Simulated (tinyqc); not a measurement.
Two branches across an indirect gap: complex band structure along [001] in sp3s* tight binding.

For k = (0, 0, kz) the phase sums are g0 = cos(phi) and g3 = i sin(phi), phi = kz a/4, and the s, pz, s* orbitals of anion (a) and cation (c) decouple from px, py. With z = exp(i phi), H(z) = H0 + z T + T^T/z for any complex z. H0 is diagonal (Esa, Epa, Exa, Esc, Epc, Exc). The anion-cation block is B(z) = z U + W/z and the cation-anion block z W^T + U^T/z, where U has Vss/2 (s,s), Vsapc/2 (s,z), -Vscpa/2 (z,s), Vxx/2 (z,z), Vxapc/2 (s*,z), -Vpaxc/2 (z,s*), and W has the same values with the s-z and s*-z signs reversed. |z| = 1 is a band state, |z| < 1 decays along [001] as exp(-kappa d) over a distance d, kappa = -(4/a) ln|z|. No spin-orbit coupling.

Values chosen for the exercise (out of a larger set: near a published set for GaP, fitted to gaps, whose masses and valley positions are rough (light masses up to twice too heavy); not measured data):
- p = (-8.111, 1.126, -2.183, 4.102, 8.532, 7.128, -7.495, 2.167, 5.151, 4.29, 6.325, 4.654, 5.129) eV (order Esa, Epa, Esc, Epc, Exa, Exc, Vss, Vxx, Vxy, Vsapc, Vscpa, Vxapc, Vpaxc)
- a = 5.455 angstrom (lattice constant)
- Eg = 2.369 eV (top of the energy range, the indirect gap)

Ev = -0.01469 eV

The smallest kappa with Re kz = 0 and the smallest with Re kz > 0, at energies E from Ev; a dash: no such root.

Decay constants:

| E/Eg | E (eV) | kappa at Gamma (1/angstrom) | kappa off Gamma (1/angstrom) | its Re kz (2 pi/a) |
|---|---|---|---|---|
| 0.05 | 0.1184 | 0.0672 | 0.7168 | 0.836 |
| 0.20 | 0.4738 | 0.1275 | 0.6729 | 0.842 |
| 0.35 | 0.8292 | 0.1588 | 0.6230 | 0.849 |
| 0.50 | 1.1845 | 0.1769 | 0.5650 | 0.857 |
| 0.65 | 1.5398 | 0.1848 | 0.4952 | 0.869 |
| 0.80 | 1.8952 | 0.1827 | 0.4056 | 0.886 |
| 0.90 | 2.1321 | 0.1746 | 0.3238 | 0.909 |
| 0.97 | 2.2979 | 0.1647 | 0.2367 | 0.968 |

What does the comparison show, and why?

The branch at Gamma decays more slowly on all rows listed; the other takes over only closer to its band edge, where its kappa goes to zero. The two differ in Re kz, so passing from one to the other needs kz from an abrupt interface, a steep field, a phonon or a defect. Valleys off the [001] axis, such as L, are not seen on these branches.

Program tinyqc; command `OMP_NUM_THREADS=1 python tinyqc.py 1451061 1451062 out.jsonl`; about 0.01 s on one thread of a shared Intel(R) Xeon(R) Processor @ 2.30GHz.
